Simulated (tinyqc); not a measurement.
Energy and delay of logic against supply voltage: one step of the calculation.

One expression serves below and above threshold: I(Vg) = Ik [ln(1 + exp((Vg - VT + dd V)/(al nf Vt)))]^al, with I_on = I(V) and I_off = I(0). Gate delay td = kd C V/I_on, clock period LD td. Per gate and cycle the switching energy is act C V^2 and the leakage energy I_off V LD td. No short-circuit current, no variation. Minima are sought above 0.09 V; below a few Vt gates no longer switch and the model has no meaning.

Question. Currents, delay and energies. I_on, I_off, td, clock frequency 1/(LD td), both energies and their sum.

Parameters, values chosen for the exercise; values of the order met in logic technologies:
- T = 250 K (temperature)
- VT = 0.32 V (threshold voltage at zero drain bias)
- nf = 1.31 (slope factor)
- dd = 0.06 (barrier lowering per volt of supply)
- Ik = 0.84 uA (specific current of a gate)
- al = 1.23 (exponent of the current law)
- C = 0.42 fF (load capacitance of a gate)
- kd = 0.9 (delay factor)
- LD = 60 (logic depth)
- act = 0.01 (activity factor)
- V = 0.39 V (supply voltage)

Constants: q = 1.602176634e-19 C, kB = 1.380649e-23 J/K, Vt = kB T/q. Results are converted to the units shown.

Wanted: I_on; I_off; td; clock frequency; switching energy; leakage energy; energy.

Answer.

I_on = 2.923 uA
I_off = 0.02291 nA
td = 50.43 ps
clock frequency = 0.3305 GHz
switching energy = 0.6388 aJ
leakage energy = 0.02703 aJ
energy = 0.6659 aJ

I_on/I_off = 1.28e5; leakage makes up 4.06 % of the energy.

Program tinyqc, `OMP_NUM_THREADS=1 python tinyqc.py 2082114 2082115 out.jsonl`; Intel Xeon 2.30GHz, shared host, one thread, about 0.01 s.
